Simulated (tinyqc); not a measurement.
# Surface potential of a MOS transistor: implicit equation and explicit approximations: accuracy of the approximations against gate voltage

p-type body, charge-sheet picture, depletion and inversion only, full ionisation (an idealisation for deep acceptors), Boltzmann statistics (rough once Na exp(x - xn) passes about Nc/7). In units of Vt: xg = (Vg - Vfb)/Vt, x = psi/Vt, G = gamma/sqrt(Vt), xn = (2 phiF + Vc)/Vt. The implicit equation is (xg - x)^2 = G^2 [x - 1 + exp(x - xn)] for x above about 3. Cox = eps0 eox/tox.

ni = sqrt(Nc Nv) exp(-Eg/(2 Vt)), Eg in volts; phiF = Vt ln(Na/ni); gamma = sqrt(2 q eps0 eps_r Na)/Cox; VT = Vfb + Vt (xn + G sqrt(xn - 1)). Depletion value a = 1 + [sqrt(G^2/4 + xg - 1) - G/2]^2; inversion value b = xn + ln[(xg - xn)^2/G^2 - xn + 1] and first guess y = min(a, b) - ln(1 + exp(-|a - b|)) if a > xn + 1, else b = y = a; one second-order correction with D = exp(y - xn), p = 2 (xg - y) + G^2 (1 + D), w = (xg - y)^2 - G^2 (y - 1 + D): z = y + 2 w/(p + sqrt(p^2 - 2 (2 - G^2 D) w)), or the Newton step z = y + w/p where the root is not real. N_inv = (Cox Vt G/q) [sqrt(x - 1 + exp(x - xn)) - sqrt(x - 1)] at the root. Lambert form (Cox m Vt/q) W0[(G/(2 m sqrt(xn - 1))) exp((Vg - VT)/(m Vt))], m = 1 + G/(2 sqrt(xn - 1)). Errors under 1e-4 mV, and the linear form below VT, are printed as 0.

Parameters, values chosen for the exercise; band and dielectric values close to those of silicon:
```
symbol,value,unit,meaning
T,300,K,temperature
Eg,1.1,eV,band gap
eps_r,11.7,,relative permittivity
Nc,2.78e19,cm^-3,conduction-band density of states at T
Nv,2.64e19,cm^-3,valence-band density of states at T
eox,25.6,,relative permittivity of the gate insulator (close to zirconium oxide)
tox,20,nm,insulator thickness
Na,1.5e17,cm^-3,acceptor density
Vfb,-0.35,V,flat-band voltage
Vc,1,V,channel-body voltage
```

Constants: q = 1.602176634e-19 C, kB = 1.380649e-23 J/K, Vt = kB T/q, eps0 = 8.8541878128e-14 F/cm where lengths are in cm. Results are converted to the units shown.

Result of one run:
```
Vg (V),psi (V),x - xn,error of y (mV),error of z (mV),N_inv (cm^-2),Cox (Vg - VT)/q (cm^-2),Lambert form (cm^-2)
1.75,1.833,0.07497,1.89,-1.22e-4,1.438e10,2.909e10,1.444e10
```

What becomes of these results when the gate-body voltage Vg is changed from 1.75 to 2.55 V, all else the same?

Result of the changed run:
```
Vg (V),psi (V),x - xn,error of y (mV),error of z (mV),N_inv (cm^-2),Cox (Vg - VT)/q (cm^-2),Lambert form (cm^-2)
2.55,2.002,6.591,9.92,-0.340,4.396e12,5.688e12,4.545e12
```

The whole series:
```
Vg (V),psi (V),x - xn,error of y (mV),error of z (mV),N_inv (cm^-2),Cox (Vg - VT)/q (cm^-2),Lambert form (cm^-2)
1.35,1.464,-14.21,0,0,1.009e4,0,8520
1.55,1.649,-7.047,1.61e-3,0,1.229e7,0,1.151e7
1.75,1.833,0.07497,1.89,-1.22e-4,1.438e10,2.909e10,1.444e10
1.95,1.936,4.062,22.1,6.29,6.474e11,1.444e12,6.746e11
2.15,1.969,5.328,15.6,-1.86,1.814e12,2.859e12,1.887e12
2.35,1.988,6.063,12.0,-0.661,3.085e12,4.273e12,3.199e12
2.55,2.002,6.591,9.92,-0.340,4.396e12,5.688e12,4.545e12
2.75,2.012,7.006,8.56,-0.205,5.730e12,7.103e12,5.908e12
2.95,2.021,7.349,7.56,-0.136,7.078e12,8.518e12,7.281e12
```

psi rises from 1.46 to 2.02 V and ends 7.3 Vt above 2 phiF + Vc. Among the rows the first guess is off by at most 22 mV (at Vg = 1.95 V) and the corrected value by at most 6.3 mV. In the last row the linear form is 20 % above N_inv and the Lambert form 2.9 % above it; in the first row the Lambert form is 16 % below it. For Vg = 1.95, 2.15, 2.35, 2.55, 2.75, 2.95 the electron quasi-Fermi level lies less than 2 Vt below the band edge at the surface, or above it, where degeneracy and confinement, left out, matter.

Computed by the program tinyqc: `OMP_NUM_THREADS=1 python tinyqc.py 2122066 2122067 out.jsonl`, one thread of a shared Intel Xeon 2.30GHz, about 0.01 s for the whole run.
